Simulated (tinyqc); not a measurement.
# Mobility and threshold from two currents

Inverse problem. In the linear region I = mu Cox (W/L) [(Vgs - VT) Vds - m Vds^2/2], Cox = eps0 eox/tox. Find mu and VT.

Inputs (values chosen for the exercise):
```
symbol  value  unit                                      meaning
eox      9.34        relative permittivity of the gate insulator
tox       4.3    nm                          insulator thickness
W           2    um                                   gate width
L           1    um                                  gate length
```

Constants: eps0 = 8.8541878128e-14 F/cm where lengths are in cm. Results are converted to the units shown.

I at Vgs = 0.48 and 0.98 V, Vds = 0.05 V (uA): [20.259198, 47.184166]
m = 1.0168765

Solution. The slope dI/dVgs is mu Cox (W/L) Vds; the line meets zero current at VT + m Vds/2.

mu = 280 cm^2/(V s)
VT = 0.0784 V

Numbers from tinyqc (`OMP_NUM_THREADS=1 python tinyqc.py 2360058 2360059 out.jsonl`; about 0.03 s on one thread of a shared Intel Xeon 2.30GHz).
